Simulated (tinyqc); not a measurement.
Worked calculation: Lorentz oscillators and the Kramers-Kronig relations. Values are carried at full precision from step to step, so a last printed digit may differ when a step is redone from the rounded ones.

eps(E) = 1 + sum_j S_j/(E0_j^2 - E^2 - i G_j E).

Constants: hbar c = 1973.269805 eV angstrom; hbar^2/2m0 = 3.80998211 eV angstrom^2; e^2/(4 pi eps0) = 14.39964547 eV angstrom.

Values chosen for the exercise (line positions loosely like those of SiC; Lorentz tails absorb below the gap, where the real solid is clear; the results hold for these values, not for the real material):
```
symbol  value                 unit  meaning
E0      (5.85, 7.48, 9.83)    eV    resonances
G       (1.03, 1, 1.93)       eV    widths
S       (58.2, 142.1, 106.2)  eV^2  strengths
E       9.79                  eV    photon energy
h       1                     eV    grid step
M       40                          grid points E_j = j h
i       15                          grid index at which eps1 is wanted
```

## Dielectric function at one energy

Evaluate each oscillator and the sum.

terms: -0.9198+0.1505i  -3.3596+0.8245i  0.2331+5.6109i

eps(E) = -3.0464+6.5859i
eps(0) = 6.3394

## Optical constants

n + i k = sqrt(eps1 + i eps2) with k >= 0; R = ((n - 1)^2 + k^2)/((n + 1)^2 + k^2) at normal incidence from vacuum; alpha = 2 E k/(hbar c), times 1e8 for 1/cm; loss function Im(-1/eps) = eps2/(eps1^2 + eps2^2).

Convert eps at the photon energy E into the optical constants.

n = 1.4509
k = 2.2697
R = 0.4799
alpha = 2.25e+06 1/cm
loss function = 0.1251
vacuum wavelength hc/E (hc = 1239.841984 eV nm) = 126.6 nm

The intensity falls to 1/e within 4.44 nm. eps1 is negative, so k exceeds n, as in a metal below its plasma energy; R is 0.48.

## Absorptive part on the grid

Tabulate eps2 at E_j = j h.

eps2(E_j), j = 1 .. M: 0.1237  0.2835  0.5508  1.1646  3.6053  10.9851  12.3596  10.5871  5.4211  6.1714  2.6035  1.1595  0.6393  0.4028  0.2761  0.2003  0.1514  0.1180  0.0942  0.0767  0.0635  0.0532  0.0451  0.0387  0.0334  0.0291  0.0255  0.0225  0.0200  0.0179  0.0160  0.0144  0.0130  0.0118  0.0107  0.0098  0.0090  0.0082  0.0076  0.0070

## eps1 at one grid point

Kramers-Kronig: eps1(E) = 1 + (2/pi) P integral_0^infinity E1 eps2(E1)/(E1^2 - E^2) dE1. Maclaurin rule on the grid E_j = j h, j = 1 .. M: eps1(E_i) = 1 + (4 h/pi) sum over j with j - i odd of E_j eps2(E_j)/(E_j^2 - E_i^2); nothing is added above E_M.

List the terms E_j eps2_j/(E_j^2 - E_i^2) for j - i odd, add them and form eps1.

terms in order of j (1/eV): -0.0026  -0.0223  -0.3487  -0.5261  -0.4937  -0.1718  -0.1945  0.1034  0.0214  0.0088  0.0045  0.0026  0.0017  0.0011  0.0008  0.0006  0.0004  0.0003  0.0003  0.0002

sum = -1.613 1/eV
eps1(E_i) = -1.054

The oscillator formula gives -0.924 at E_i = 15 eV. The rule samples every 2h = 2 eV against a narrowest width of 1 eV and stops at 40 eV; coarse sampling and the missing tail make the difference.

## The f-sum on the grid

W(E_M) = (2/pi) h sum_j E_j eps2_j, with half weight on the last point; the full integral equals sum S_j = (hbar omega_p)^2, and the electron density follows from (hbar omega_p)^2 = 8 pi c (e^2/(4 pi eps0)) N with c = hbar^2/2m0.

W(E_M) = 290.69 eV^2
sum S = 306.50 eV^2
share reached on this grid (a step near the line widths can inflate it) = 0.948
hbar omega_p = 17.507 eV
N = 2.22e+23 1/cm^3

## Checks

- The value of eps1 at 9.833 eV from a fine, long grid (with the tail of eps2 ~ 1/E^3 added) against the oscillator formula: both -3.22.

Program tinyqc; command `OMP_NUM_THREADS=1 python tinyqc.py 1681433 1681434 out.jsonl`; about 0.2 s on one thread of a shared Intel(R) Xeon(R) Processor @ 2.30GHz.
